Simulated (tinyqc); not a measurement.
Changing the temperature T: Born-von Karman spring model of a cubic crystal with one atom per cell. Computed by tinyqc, a small Python program. Command: `OMP_NUM_THREADS=1 python tinyqc.py 3028701 3028702 out.jsonl springs sweep`. One thread of a shared host (Intel(R) Xeon(R) Processor @ 2.30GHz), about 0.2 s of CPU time with the checks.

First neighbours lie at a/2 (1,1,0) (12 of them), second at a (1,0,0) (6), with all permutations and signs; the volume per atom is Omega = a^3/4. Two shells of springs match a real metal only roughly, above all at the zone boundary.

Inputs (values chosen for the exercise, modelled on aluminium): atomic mass M = 26.98 u; radial spring k1L = 1.37 eV/angstrom^2; transverse spring k1T = -0.077 eV/angstrom^2; radial spring k2L = 0.16 eV/angstrom^2; transverse spring k2T = -0.01 eV/angstrom^2; mesh divisions n = 8.

Lattice: fcc.

Constants: nu for 1 eV/(angstrom^2 u) = 15.6333042 THz; h x 1 THz = 4.135667696 meV; k_B = 8.617333262e-05 eV/K; hbar^2/u = 4.18015928e-03 eV angstrom^2.

Method:
- A neighbour at R with unit vector n couples by the matrix K(R) = kL n n^T + kT (1 - n n^T), and D(q) = (1/M) sum_R K(R) [1 - cos(q.R)].
- An eigenvalue lambda of D in eV/(angstrom^2 u) gives nu = 15.6333042 THz x sqrt(lambda).
- Mesh: q = sum_i (m_i + 1/2)/n b_i, m_i = 0..n-1, with b = [[-1, 1, 1], [1, -1, 1], [1, 1, -1]] in 2 pi/a; sums are averages over the n^3 points, per atom.
- With x = h nu/(k_B T) and n = 1/(exp(x) - 1) for each mode: F = k_B T [x/2 + ln(1 - exp(-x))], U = k_B T x (n + 1/2), S/k_B = x n - ln(1 - exp(-x)), C/k_B = x^2 n (n + 1).
- <u_x^2> = (1/3) sum over modes of hbar^2/(2 M h nu) coth(x/2); zero-point energy = sum h nu/2. <u_x^2> converges slowly with the mesh, from below, with an error of order 1/n.

One run for each value; columns: (1) temperature T (K); (2) heat capacity C (k_B/atom); (3) entropy S (k_B/atom); (4) <u_x^2> (angstrom^2); (5) free energy F (meV/atom); (6) energy U (meV/atom):
```
(1)     (2)     (3)       (4)      (5)     (6)
40   0.2013  0.0604  0.003309    40.61   40.82
59   0.5781  0.2030  0.003473    40.41   41.44
87   1.1956  0.5418  0.003858    39.53   43.59
130  1.8824  1.1627  0.004674    36.38   49.41
190  2.3776  1.9773  0.006050    28.21   60.58
410  2.8467  4.0232  0.011792   -30.59  111.56
610  2.9292  5.1726  0.017251  -110.44  161.46
900  2.9672  6.3202  0.025258  -254.94  235.23
```

Give the missing row, temperature T (K) = 280.

Computed row; columns: (1) temperature T (K); (2) heat capacity C (k_B/atom); (3) entropy S (k_B/atom); (4) <u_x^2> (angstrom^2); (5) free energy F (meV/atom); (6) energy U (meV/atom):
```
(1)     (2)     (3)       (4)   (5)    (6)
280  2.6857  2.9648  0.008330  8.88  80.41
```

Interpolating between the two neighbouring rows (the first column on a logarithmic scale, the others too where they are positive) misses most in free energy F (meV/atom), by 120 %. Over the rows, heat capacity C (k_B/atom) rises from 0.201 to 2.97 (exponent d ln y / d ln x 2.7 between the first rows and 0.033 between the last); entropy S (k_B/atom) rises from 0.0604 to 6.32 (exponent d ln y / d ln x 3.1 between the first rows and 0.52 between the last); <u_x^2> (angstrom^2) rises from 0.00331 to 0.0253 (exponent d ln y / d ln x 0.12 between the first rows and 0.98 between the last). At the high end the exponent of heat capacity C is 0.03, close to 0: the Dulong-Petit limit. At the high end the exponent of <u_x^2> is 0.98, close to 1: the classical law, k_B T over a spring constant. F is positive while zero-point energy rules and changes sign between 280 and 410 K, where T S overtakes U.

Extremes, crossings and ranges named in words are read from the listed rows.
